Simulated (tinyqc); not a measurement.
# Gate-all-around wire with two subbands, quantum capacitance: two studies

phi is the Fermi level above the lowest subband edge, in volts; Vg is counted from the gate voltage at which an empty wire would have phi = 0. Both directions of motion are filled (equilibrium).

Inputs (values chosen for the exercise): temperature T = 77 K; relative permittivity of the gate insulator (close to silicon dioxide) eox = 3.9; insulator thickness tox = 6.5 nm; mass along the wire md = 0.13 m0; valley degeneracy gv = 1; second subband above the first E2 = 0.21 eV; orbital degeneracy of the second subband g2 = 2; radius of the wire rw = 2.2 nm; gate voltage Vg = 0.85 V.

Constants: q = 1.602176634e-19 C, kB = 1.380649e-23 J/K, hbar = 1.054571817e-34 J s, m0 = 9.1093837015e-31 kg, Vt = kB T/q, eps0 = 8.8541878128e-14 F/cm where lengths are in cm. Results are converted to the units shown.

Each table varies one quantity; the others keep the values above.

## Effect of the gate voltage

N1 = gv sqrt(2 md m0 kB T/(pi hbar^2)); n1 = N1 F(phi/Vt), n2 = g2 N1 F((phi - E2)/Vt), n = n1 + n2, F(e) = (1/sqrt(pi)) int_0^infinity u^(-1/2) du/(1 + exp(u - e)); Cq = q dn/dphi = (q N1/Vt) [F'(phi/Vt) + g2 F'((phi - E2)/Vt)]. Cox = 2 pi eps0 eox/ln(1 + tox/rw) per length; Vg = phi + q n/Cox. 1/C_G = 1/Cox + 1/(Cq); dphi/dVg = Cox/(Cox + Cq).

The same in every row: Cox (pF/cm) = 1.578.

Effect of the gate voltage:

| Vg (V) | phi (V) | n (cm^-1) | Cq (pF/cm) | C_G (pF/cm) | dphi/dVg | share of the second band (%) |
|---|---|---|---|---|---|---|
| -0.2 | -0.2000 | 6.895e-8 | 1.665e-12 | 1.665e-12 | 1.000 | 3.599e-12 |
| -0.09 | -0.09000 | 1.092 | 2.637e-5 | 2.637e-5 | 1.000 | 3.599e-12 |
| 0.02 | -0.006321 | 2.593e5 | 4.998 | 1.199 | 0.2400 | 4.545e-12 |
| 0.13 | 0.01181 | 1.164e6 | 8.794 | 1.338 | 0.1521 | 1.557e-11 |
| 0.24 | 0.03178 | 2.051e6 | 5.656 | 1.234 | 0.2181 | 1.793e-10 |
| 0.36 | 0.06264 | 2.929e6 | 3.824 | 1.117 | 0.2921 | 1.314e-8 |
| 0.47 | 0.09765 | 3.668e6 | 3.033 | 1.038 | 0.3423 | 2.050e-6 |
| 0.58 | 0.1376 | 4.358e6 | 2.548 | 0.9745 | 0.3825 | 7.092e-4 |
| 0.69 | 0.1807 | 5.016e6 | 2.707 | 0.9969 | 0.3683 | 0.4057 |
| 0.8 | 0.2043 | 5.868e6 | 12.62 | 1.403 | 0.1112 | 9.467 |

As Vg goes from -0.2 to 0.8, Cq moves up and down between 1.66e-12 and 12.6 pF/cm, C_G/Cox moves up and down between 1.05e-12 and 0.889 and n rises from 6.89e-8 to 5.87e6 cm^-1. Cq is below Cox for Vg = -0.2, -0.09; there the density of states limits the response dn/dVg more than the insulator does. The peak of Cq mirrors the inverse-square-root peak of the density of states at a subband edge.

## Effect of the insulator thickness

Same model as above.

Effect of the insulator thickness:

| tox (nm) | phi (V) | n (cm^-1) | Cq (pF/cm) | Cox (pF/cm) | C_G (pF/cm) | dphi/dVg | share of the second band (%) |
|---|---|---|---|---|---|---|---|
| 0.5 | 0.52262 | 2.1648e7 | 4.6750 | 10.594 | 3.2437 | 0.69383 | 60.733 |
| 0.9 | 0.40114 | 1.7724e7 | 5.8039 | 6.3266 | 3.0270 | 0.52155 | 57.984 |
| 1.6 | 0.30199 | 1.3578e7 | 7.9698 | 3.9698 | 2.6499 | 0.33249 | 52.418 |
| 2.9 | 0.24092 | 9.8101e6 | 13.425 | 2.5805 | 2.1645 | 0.16122 | 41.182 |
| 5.2 | 0.21559 | 7.0825e6 | 20.183 | 1.7886 | 1.6430 | 0.081408 | 22.937 |
| 9.3 | 0.19517 | 5.3617e6 | 5.9361 | 1.3119 | 1.0744 | 0.18100 | 3.1528 |
| 17 | 0.14192 | 4.4261e6 | 2.5090 | 1.0015 | 0.71578 | 0.28528 | 0.0013418 |
| 30 | 0.10309 | 3.7692e6 | 2.9497 | 0.80852 | 0.63458 | 0.21513 | 4.5323e-6 |

What does the comparison show?

As tox goes from 0.5 to 30, Cq moves up and down between 2.51 and 20.2 pF/cm, C_G/Cox moves up and down between 0.306 and 0.919 and n falls from 2.16e7 to 3.77e6 cm^-1. Cq is below Cox for tox = 0.5, 0.9; there the density of states limits the response dn/dVg more than the insulator does. With the insulator thinned by a factor of 60.0, the charge grows only by 5.74 while Cox grows by 13.1.

Program tinyqc, `OMP_NUM_THREADS=1 python tinyqc.py 2200006 2200007 out.jsonl`; Intel Xeon 2.30GHz, shared host, one thread, about 0.01 s.
